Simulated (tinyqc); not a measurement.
From results back to parameters: trap in a gate oxide as a short-range spherical well. Three cases, with inputs chosen for the exercise.

Problem. In strong inversion a gate step dV falls across the oxide, so a trap at depth x moves by -e dV x/tox against EF and d ln(tau_c/tau_e)/dV = -x/(tox kB T/e). The slope was computed from a hidden depth.

Constants: kB = 8.617333262e-05 eV/K.

Find: x/tox; x.

Method. x/tox = -slope kB T/e.

Case 1.

Values chosen (out of a larger set: near those of SiO2 on 4H SiC; not measured data): tox = 24 angstrom (oxide thickness); T = 300 K (temperature).

slope = -19.3409 1/V

Solution.

x/tox = 0.500
x = 12.0 angstrom

Case 2.

Values chosen (out of a larger set: near those of Al2O3 on GaAs; not measured data): tox = 18 angstrom (oxide thickness); T = 300 K (temperature).

slope = -15.0429 1/V

Solution.

x/tox = 0.389
x = 7.0 angstrom

Case 3.

Values chosen (out of a larger set: near those of SiO2 on Si; not measured data): tox = 35 angstrom (oxide thickness); T = 300 K (temperature).

slope = -7.7363 1/V

Solution.

x/tox = 0.200
x = 7.0 angstrom

Computed by tinyqc, one run a case: `OMP_NUM_THREADS=1 python tinyqc.py N N+1 out.jsonl` with N = 1252160, 1252180, 1252238; one thread of a shared Intel(R) Xeon(R) Processor @ 2.30GHz, about 0.01 s a run at most.
